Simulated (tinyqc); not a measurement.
Inside a calculation. Method: Jacobi rotations on a symmetric matrix. One step of it, computed by the program tinyqc.

Problem. Jacobi rotation 2. Take the largest off-diagonal element A_pq; tan 2 theta = 2 A_pq / (A_qq - A_pp) with |theta| <= pi/4; A' = J^T A J with J_pp = J_qq = cos, J_pq = sin, J_qp = -sin.

A':
```
           1          2          3         4
1  -0.082778  -0.330397   0.132311  0.000000
2  -0.330397   0.654000  -0.166000  0.107790
3   0.132311  -0.166000   1.354000  0.208583
4   0.000000   0.107790   0.208583  2.294778
```

Give: p, q, theta; A'.

Solution.

p, q, theta (rad): 1.0000  2.0000  -0.3655

A':
```
         1        2        3       4
1  -0.2092   0.0000   0.0642  0.0385
2   0.0000   0.7805  -0.2023  0.1007
3   0.0642  -0.2023   1.3540  0.2086
4   0.0385   0.1007   0.2086  2.2948
```
